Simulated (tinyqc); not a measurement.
Lifetime from the low-frequency admittance.

Inverse problem. At low frequency a p+-n diode with a base of width wb has C_diff/G = (tau/2)(1 - 2 x/sinh 2x), x = wb/sqrt(Dp tau). Find tau, x and the limit of C_diff/G for infinite lifetime, wb^2/(3 Dp).

Inputs (values chosen for the exercise):
```
symbol,value,unit,meaning
Dp,12,cm^2/s,hole diffusion coefficient
wb,26,um,width of the neutral base
```

G = 18.483650 S/cm^2
C_diff = 3.1890386 uF/cm^2

Solution. The ratio rises steadily with tau from tau/2 (long base) towards wb^2/(3 Dp) (short base), so one lifetime matches as long as the ratio is below that limit.

tau = 3.000e-6 s
x = 0.4333
limit of C_diff/G = 1.878e-7 s

Numbers from tinyqc (`OMP_NUM_THREADS=1 python tinyqc.py 2890161 2890162 out.jsonl`; about 0.01 s on one thread of a shared Intel Xeon 2.30GHz).
